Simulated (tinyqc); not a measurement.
Born-von Karman spring model of a cubic crystal with one atom per cell: one step, computed by the program tinyqc.

First neighbours lie at a/2 (1,1,1) (8 of them), second at a (1,0,0) (6), with all permutations and signs; the volume per atom is Omega = a^3/2. Two shells of springs match a real metal only roughly, above all at the zone boundary.

Question. Sound velocities. rho = M/Omega and v = sqrt(C/rho), with C = C11, C44, C44 along [100]; (C11 + C12 + 2 C44)/2, C44, (C11 - C12)/2 along [110]; (C11 + 2 C12 + 4 C44)/3 and twice (C11 - C12 + C44)/3 along [111].

Inputs (values chosen for the exercise, modelled on molybdenum): lattice constant a = 3.147 angstrom; atomic mass M = 95.95 u.

Lattice: bcc.

C11 = 431.0485 GPa

C44 = 119.4717 GPa

C12 = 158.1642 GPa

Constants: u = 1.6605390666e-27 kg.

Give: density rho; Velocities (m/s).

Answer.

density rho = 10224 kg/m^3

Velocities (m/s):
```
direction,longitudinal,transverse 1,transverse 2
[100],6493,3418,3418
[110],6364,3418,3653
[111],6320,3577,3577
```

Along [110] the two transverse waves differ by a factor sqrt(2 C44/(C11 - C12)) = 0.936.
